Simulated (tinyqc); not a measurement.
Velocity overshoot from momentum and energy balance equations after a field step: one step, computed by the program tinyqc.

At t = 0 the field jumps from 0 to F in a uniform sample. v is the drift velocity and u = w - (3/2) k_B T the excess energy per carrier.

Task: Constants and steady state. dv/dt = e F/m - v/tau_m(u), du/dt = e F v - u/tau_E, tau_m(u) = tau_0/(1 + c u), tau_0 = m mu_0/e, c = mu_0/(e tau_E v_s^2); this choice gives the steady state v (1 + mu_0 F v/v_s^2) = mu_0 F, which saturates at v_s. Steady velocity v = 2 mu_0 F/(1 + sqrt(1 + 4 (mu_0 F/v_s)^2)); u = e F v tau_E; carrier temperature T + 2u/(3 k_B), neglecting the drift energy m v^2/2.

Inputs (values chosen for the exercise, modelled on holes in silicon except for tau_E):
```
quantity                      value        unit
effective mass m                0.4         m_0
low-field mobility mu_0         480  cm^2/(V s)
saturation velocity v_s        0.85    1e7 cm/s
energy relaxation time tau_E   0.88          ps
field after the step F           13       kV/cm
lattice temperature T           300           K
```

Scheme: implicit in the damping.

Constants: m_0 = 9.1093837015e-31 kg; e = 1.602176634e-19 C; k_B = 8.617333262e-05 eV/K.

Give: tau_0; c; acceleration e F/m; steady velocity; steady excess energy; steady carrier temperature.

Result:

tau_0 = 109.2 fs

c = 7.550 1/eV

acceleration e F/m = 0.005716 1e7 cm/s per fs

steady velocity = 0.4495 1e7 cm/s

steady excess energy = 0.05142 eV

steady carrier temperature = 697.8 K

tau_E/tau_0 = 8.06, and in the steady state tau_m has shrunk to 78.6 fs.
